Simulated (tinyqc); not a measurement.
Worked calculation: lattice vibrations of a chain. Computed by tinyqc, a small Python program that keeps every step. Command: `OMP_NUM_THREADS=1 python tinyqc.py 28495 28496 out.jsonl` (the two numbers bound the seeds that draw the settings). One thread of a shared host (Intel(R) Xeon(R) Processor @ 2.60GHz), about 0.01 s of CPU time with the checks.

## Dynamical matrix at q = 0.2

A chain moving along its axis:
```
atom                mass (u)  spring to the next atom (eV/angstrom^2)
1                  50.500000                                10.200000
2                  43.100000                                29.500000
second neighbours          -                                 2.700000
```

q is in units of 2 pi/a. A spring k from atom i to atom j, n cells on, adds k to Phi_ii and Phi_jj, -k exp(2 pi i q n) to Phi_ij and the conjugate to Phi_ji (for one atom a cell: 2k (1 - cos 2 pi q n)); D_ij = Phi_ij / sqrt(m_i m_j).

D(q) (eV/(angstrom^2 u)):
```
                     1                    2
1             0.860026  -0.414031+0.601373i
2  -0.414031-0.601373i             1.007687
```

## Frequencies

omega^2 are the eigenvalues; wavenumber = 521.4708 sqrt(eigenvalue) 1/cm.

eigenvalues: 0.200016  1.667697

wavenumbers (1/cm): 233.2  673.4

weights |e|^2 of the mass-weighted modes:
```
          mode 1    mode 2
atom 1  0.550304  0.449696
atom 2  0.449696  0.550304
```

## Dispersion and heat capacity

C/k_B per atom = mean over q = (j + 1/2)/80, j = 0..39 and all branches of y^2 e^y/(e^y - 1)^2, y = hc wavenumber / k_B T.

Wavenumbers (1/cm):
```
q           branch 1    branch 2
0.000000    0.000000  681.363515
0.062500   75.927661  680.660048
0.125000  149.880269  678.445152
0.187500  219.872582  674.458834
0.250000  283.857546  668.452943
0.312500  339.574343  660.499417
0.375000  384.222889  651.482723
0.437500  414.044985  643.671132
0.500000  424.717230  640.443535
```

Heat capacity:
```
T (K)  C/k_B per atom
20           0.037611
50           0.096073
100          0.208609
200          0.461758
300          0.657336
600          0.886629
1200         0.969280
```

zero-point energy per atom = 28.689933 meV
